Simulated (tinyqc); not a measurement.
Potential-pH (Pourbaix) lines of a metal, its cation, its oxide and an oxyanion, with a complexing ligand: one step, computed by the program tinyqc.

Potentials are against the standard hydrogen electrode; solids and water have unit activity; dG_f of M, H+ and the electron is zero; F = e N_A and s = R T ln(10)/F. The cation carries z = 2.

Task: A complexing ligand. M2+ + 2e = M; MO + 2H+ + 2e = M + H2O; MO2(2-) + 4H+ + 2e = M + 2H2O. For each, E0 = -dG/(z F), and E = E0 + (s/z) log10 a - (s n_H/z) pH, with no activity term for the oxide. The free ligand is c_L/(1 + 10^(pKa - pH)) (ligand in excess); dissolved metal is a in all, so the free cation is a/alpha, alpha = 1 + beta [L]; the cation line drops by (s/z) log10 alpha.

Inputs (values chosen for the exercise, modelled on zinc):

| quantity | value | unit |
|---|---|---|
| temperature T | 298.15 | K |
| log10 of the dissolved activity a | -5 | - |
| pH | 7.4 | - |
| log10 of the stability constant beta of ML | 7.3 | - |
| pKa of HL | 5.1 | - |
| total ligand c_L | 0.04 | mol/L |

Species: M, M2+, MO, MO2(2-).

E0 (V): cation -0.7534824, oxide -0.4307390, oxyanion 0.4525558

s = 0.05915935 V

Give: free ligand; log10 alpha; cation line with ligand; that line less the oxide line.

Result:

free ligand = 0.03980 mol/L

log10 alpha = 5.900

cation line with ligand = -1.076 V

that line less the oxide line = -0.2074 V
